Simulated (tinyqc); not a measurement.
# From width at half maximum back to minority mobility mu

Model: Haynes-Shockley experiment: drift, diffusion and decay of a minority-carrier pulse. Computed by tinyqc, a small Python program. Command: `OMP_NUM_THREADS=1 python tinyqc.py 3113333 3113334 out.jsonl haynes inv`. One thread of a shared host (Intel(R) Xeon(R) Processor @ 2.30GHz), about 0.03 s of CPU time with the checks.

A thin sheet of excess carriers is made at x = 0, t = 0 in a long uniform bar; injection is low, so the pulse moves with the minority mobility.

Inputs (values chosen for the exercise, modelled on holes in n-type germanium in a lightly doped bar): lifetime tau = 20 microsecond; temperature T = 300 K; field F = 30 V/cm; distance d to the collector = 0.49 cm; injected sheet density N0 = 6.2e+09 1/cm^2.

Constants: k_B = 8.617333262e-05 eV/K.

Method:
- D = mu k_B T/e, v = mu F.
- Transit time d/v, diffusion length sqrt(D tau), drift length v tau, Peclet number v d/D = e F d/(k_B T).
- dn(x, t) = N0/sqrt(4 pi D t) exp(-(x - v t)^2/(4 D t) - t/tau).
- At fixed x the signal peaks where d ln(dn)/dt = 0: a t^2 + t/2 - x^2/(4 D) = 0 with a = v^2/(4 D) + 1/tau.
- The full width at half maximum is found by solving dn(x, t) = peak/2 on both sides of the peak.

Question. A run gave the result below. Find the minority mobility mu, known to lie between 1300 and 2600 cm^2/(V s).

width at half maximum = 1.117262 microsecond

Answer.

Each step takes the trial c = (a f_b - b f_a)/(f_b - f_a), f being the result less the target and a, b, c the logarithms of the listed values; c replaces end b, the old b replaces a if the sign of f changed, and otherwise f_a is halved.

Scan of the range:
```
minority mobility mu (cm^2/(V s))  width at half maximum (microsecond)
1300                                                           1.74686
1460                                                           1.55599
1640                                                           1.38565
1840                                                           1.23539
2060                                                           1.10373
2320                                                           0.98027
2600                                                           0.87487
```

False position (Illinois rule, in the logarithm of the input) inside the bracket:
```
step    end a    end b    trial  width at half maximum (microsecond)
1     1840.00  2060.00  2036.23                              1.11659
2     1840.00  2036.23  2033.91                              1.11786
3     2036.23  2033.91  2035.00                              1.11726
4     2033.91  2035.00  2035.00                              1.11726
```

Width at half maximum falls at every point of a 13-point scan of the range (every second point is shown), so one value fits; it is bracketed by 1840 and 2060. Answer: minority mobility mu = 2035 cm^2/(V s).
